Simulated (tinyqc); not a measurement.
Worked calculation: Boltzmann transport in a parabolic band with a power-law relaxation time. Values are carried at full precision from step to step, so a last printed digit may differ when a step is redone from the rounded ones.

F_j(eta) = (1/Gamma(j + 1)) integral_0^infinity x^j dx/(1 + exp(x - eta)), which tends to exp(eta) for eta << 0.

n = N F_1/2(eta) with N = 2 (m kB T/(4 pi c))^(3/2) with c = hbar^2/2m0, in 1/angstrom^3; times 1e24 for 1/cm^3, m = md.

Constants: hbar^2/2m0 = 3.80998211 eV angstrom^2; kB = 8.617333262e-05 eV/K.

Inputs chosen for the exercise (masses near those of Si; tau0 is set for a mobility of the usual size at this n, kL is a free input; freeze-out and phonon drag, which matter near 77 K, are left out; the results hold for these values, not for the real material): n = 3e+18 1/cm^3 (electron density); md = 1.058 m0 (density-of-states mass); T = 200 K; r = 0.5 (exponent of tau); tau0 = 23 fs (tau at E = kT); mc = 0.2571 m0 (conductivity mass); kL = 12 W/(m K) (lattice thermal conductivity).

## Reduced Fermi level

Solve for eta.

N = 1.486e+19 1/cm^3
eta = -1.5292

## Integrals for r = 0.5 (polar optical or piezoelectric scattering)

tau = tau0 x^r with x = E/kT. With K_j = Gamma(j + 1) F_j(eta): <tau> = tau0 (r + 3/2) K_(r+1/2)/((3/2) K_(1/2)); mu = <tau>/(mc m0/e), m0/e = 5.685630e-12 kg/C; Hall factor rH = (3/2) K_(1/2) (2r + 3/2) K_(2r+1/2)/((r + 3/2) K_(r+1/2))^2; Seebeck S = -(kB/e) [(r + 5/2) K_(r+3/2)/((r + 3/2) K_(r+1/2)) - eta]; Lorenz number L = (kB/e)^2 [(r + 7/2) K_(r+5/2)/((r + 3/2) K_(r+1/2)) - ((r + 5/2) K_(r+3/2)/((r + 3/2) K_(r+1/2)))^2]; kB/e in V/K. Valley anisotropy is left out of rH.

Evaluate F_j and K_j for j = 1/2, r + 1/2, r + 3/2, r + 5/2 and 2r + 1/2 (each value once).

F_j and K_j:

| j | F_j | K_j |
|---|---|---|
| 0.5 | 0.20182 | 0.17886 |
| 1.0 | 0.20597 | 0.20597 |
| 2.0 | 0.21118 | 0.42235 |
| 3.0 | 0.21388 | 1.2833 |
| 1.5 | 0.20899 | 0.27782 |

## Transport coefficients

Form the ratios; u is the mean energy carried, in kT.

<tau>/tau0 = 1.535
rH = 1.098
u = 3.076
S = -396.8 microvolt/K
L = 2.228 1e-8 W ohm/K^2

The non-degenerate limits are rH = 1.104, u = r + 5/2 = 3 and L = (r + 5/2)(kB/e)^2 = 2.228; the degenerate ones are rH = 1 and L = 2.443.

## Mobility, conductivity and figure of merit

mu = <tau>/(mc m0/e) with m0/e = 5.685630e-12 kg/C; sigma = e n mu, e = 1.602176634e-19 C; Hall mobility rH mu; power factor S^2 sigma; ZT = S^2 sigma T/(kL + L sigma T), all in SI units.

mu = 242 cm^2/(V s)
Hall mobility = 265 cm^2/(V s)
sigma = 116 S/cm
power factor = 1.83 mW/(m K^2)
electronic thermal conductivity = 0.0517 W/(m K)
ZT = 0.030

A Hall measurement read with rH = 1 would give a density of 2.73e+18 1/cm^3. Electrons carry 0.43 % of the heat. kL is far below that of crystalline Si, so ZT is too high for it.

## Checks

- Seebeck coefficient against direct integration over -df/dE (microvolt/K): both -396.8.

tinyqc: `OMP_NUM_THREADS=1 python tinyqc.py 1681946 1681947 out.jsonl`; about 0.01 s, one thread, shared Intel(R) Xeon(R) Processor @ 2.30GHz.
